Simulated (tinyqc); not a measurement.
Peak against initial coverage: adsorption as a lattice gas: isotherms with interactions, competition, desorption peaks and saturation dose. Computed by tinyqc, a small Python program. Command: `OMP_NUM_THREADS=1 python tinyqc.py 3004852 3004853 out.jsonl adsorb walk`. One thread of a shared host (Intel(R) Xeon(R) Processor @ 2.30GHz), about 0.1 s of CPU time with the checks.

One adsorbate per site; a molecule needs 1 empty site. Gas and surface have the same temperature.

Inputs (values chosen for the exercise, for a model surface):
```
quantity                           value  unit
desorption energy E                  2.3    eV
prefactor nu                     9.8e+12   1/s
pair energy w (positive repels)     0.11    eV
neighbours z                           4     -
heating rate beta                   0.54   K/s
```

Adsorption: molecular (first order).

Constants: k_B = 8.617333262e-05 eV/K.

Method. Heating at the rate beta: d theta/dT = -(nu/beta) theta^1 exp(-[E - z w theta]/(k_B T)). Integrated numerically (relative tolerance 1e-9); T_p is the maximum of the rate.

Peak temperatures (K):
```
theta_0   w = 0  with w
0.1      792.30  780.89
0.3      792.30  757.27
0.5      792.30  732.53
0.7      792.30  706.72
0.9      792.30  679.96
```

What does the comparison show, and why?

Without interaction the peak does not move; with w it moves by -100.9 K, so repulsion in first order mimics second-order kinetics.

Extremes, crossings and ranges named in words are read from the listed rows.
